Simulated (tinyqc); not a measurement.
Microkinetic model of a Langmuir-Hinshelwood surface reaction A + (1/2) B2 = AB with Bronsted-Evans-Polanyi barriers: one step, computed by the program tinyqc.

A adsorbs in equilibrium; B2 dissociates irreversibly on two free sites; adsorbed A and B react irreversibly and AB leaves at once. theta_A + theta_B + theta_* = 1.

Task: Orders and rate control. From r = 2 k1 p_B theta_*^2: order in p_B and degree of control of step 1 = 1 - 2 theta_B; control of step 2 = 2 theta_B; order in p_A = 2 (theta_B - theta_A). Apparent energy = (E1 + k_B T)(1 - 2 theta_B) + (E2 + k_B T) 2 theta_B + E_A x order in p_A.

Inputs (values chosen for the exercise, for a model catalyst): adsorption energy of A, E_A = -0.91 eV; temperature T = 625 K.

theta_B = 0.7361801

theta_A = 0.07069847

barrier E1 = 0.0486 eV

barrier E2 = 1.2016 eV

Constants: k_B = 8.617333262e-05 eV/K.

Give: order in p_B, X1; X2; order in p_A; apparent activation energy.

Result:

order in p_B, X1 = -0.4724

X2 = 1.472

order in p_A = 1.331

apparent activation energy = 0.5889 eV
